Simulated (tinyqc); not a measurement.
What moves the results: deep level as a short-range spherical well. A value that a table varies takes the place of the one given here.

A spherical well of radius R and depth V0 below the conduction edge, one mass m, c = hbar^2/2m0. The s level at binding Et solves k cot(k R) = -kappa with k = sqrt(m (V0 - Et)/c), kappa = sqrt(m Et/c); it exists for V0 > Vc = c (pi/2R)^2/m. Outside, psi falls as exp(-kappa r)/r.

Lucovsky model (delta well, plane-wave final states, no local-field factor): sigma = (32 pi alpha c/(3 n_r m Et)) (x - 1)^(3/2)/x^3, x = h nu/Et, c = hbar^2/2m0; 1 angstrom^2 = 1e-16 cm^2.

Constants: hbar^2/2m0 = 3.80998211 eV angstrom^2; fine-structure constant alpha = 0.007297352564; e^2/(4 pi eps0) = 14.39964547 eV angstrom; kB = 8.617333262e-05 eV/K.

Parameters, chosen for this exercise (near those of GaAs; not measured data):
```
symbol  value                                             unit      meaning
R       3.3                                               angstrom  radius of the well
m       0.071                                             m0        mass
fV      (1.03, 1.09, 1.29, 1.65, 2.15, 3.65, 5.47)                  V0/Vc
n_r     3.2                                                         refractive index
xs      (1.04, 1.29, 1.47, 1.91, 2.25, 2.67, 4.97, 7.88)            photon energies h nu/Et
eps     12.4                                                        static dielectric constant
T       300                                               K         temperature
Fs      (2, 10, 30, 70, 150, 300)                         kV/cm     fields
```

## From threshold to a deep level

Et against the depth at fixed R; near threshold Et = (pi^2/16)(V0 - Vc)^2/Vc.

Results:
```
V0/Vc  V0 (eV)   Et (eV)  threshold form (eV)  1/kappa (angstrom)  share outside
1.03    12.523  0.006605             0.006750                90.1          0.964
1.09    13.253   0.05701              0.06075                30.7          0.899
1.29    15.684    0.5215               0.6307                10.1          0.729
1.65    20.061     2.167                3.169                 5.0          0.536
2.15    26.141     5.493                9.919                 3.1          0.384
3.65    44.378     18.78                52.67                 1.7          0.195
5.47    66.506     37.61                149.9                 1.2          0.115
```

What can be read from the table?

The threshold form holds to 10 % up to V0/Vc = 1.09 of those listed. There the state is mostly outside the well (96 % in the first row) and knows only Et, which is why a delta-well model works; more than half is inside from V0/Vc = 2.15 on. A second s level would need V0/Vc > 9. From V0/Vc = 1.65 on Et exceeds the gap of the host, about 1.4 eV, so those rows only show the model.

## Neutral against charged centre

Et = 0.31894 eV

Lucovsky cross-section, its shape relative to the peak, and the shape of a hydrogen-like centre relative to threshold: x^-4 exp(4 - 4 atan(e)/e)/(1 - exp(-2 pi/e)), e = sqrt(x - 1).

Results:
```
x     h nu (eV)  sigma (1e-18 cm^2)  relative to peak  hydrogen-like
1.04      0.332                9.14             0.057          0.901
1.29      0.411                93.5             0.582          0.503
1.47      0.469                 130             0.811          0.351
1.91      0.609                 160             0.997          0.168
2.25      0.718                 158             0.982          0.105
2.67      0.852                 146             0.907          0.064
4.97      1.585                82.8             0.515          0.010
7.88      2.513                47.4             0.295          0.002
```

What can be read from the table?

The short-range centre starts from zero, reaches half its peak at x = 1.24 and peaks at x = 2; in the last row it still has 30 % of the peak. The Coulomb centre is largest at threshold and is down to 0.2 % there. Reading the peak as the threshold would misplace the level by a factor 2, here 0.32 eV. Rows above the gap, about 1.4 eV, are hidden by band-to-band absorption.

## Emission in a field

Barrier lowering for a charged centre (Poole-Frenkel) is 2 sqrt(q e F/eps), q = e^2/(4 pi eps0), and for the neutral well e F R; the one-dimensional enhancement is exp(lowering/kB T). 1 kV/cm = 1e-5 V/angstrom; tunnelling is left out.

Results:
```
F (kV/cm)  lowering, charged (meV)  enhancement  saddle at (angstrom)  lowering, neutral (meV)  enhancement
2                              9.6         1.45                   241                     0.07        1.003
10                            21.6         2.30                   108                     0.33        1.013
30                            37.3         4.24                    62                     0.99        1.039
70                            57.0         9.08                    41                     2.31        1.093
150                           83.5         25.3                    28                     4.95        1.211
300                          118.0         96.2                    20                     9.90        1.467
```

What does this show, and why?

At 300 kV/cm the charged centre emits 96.2 times faster and the neutral one 1.47 times: the logarithm of the enhancement is linear in sqrt(F) for the first and in F for the second, which tells the charge state. The largest lowering is 37 % of Et.

Computed by tinyqc, a small Python program: `OMP_NUM_THREADS=1 python tinyqc.py 1252435 1252436 out.jsonl` (the numbers bound the seed that draws the inputs); one thread of a shared host (Intel(R) Xeon(R) Processor @ 2.30GHz), about 0.01 s for the whole set of steps.
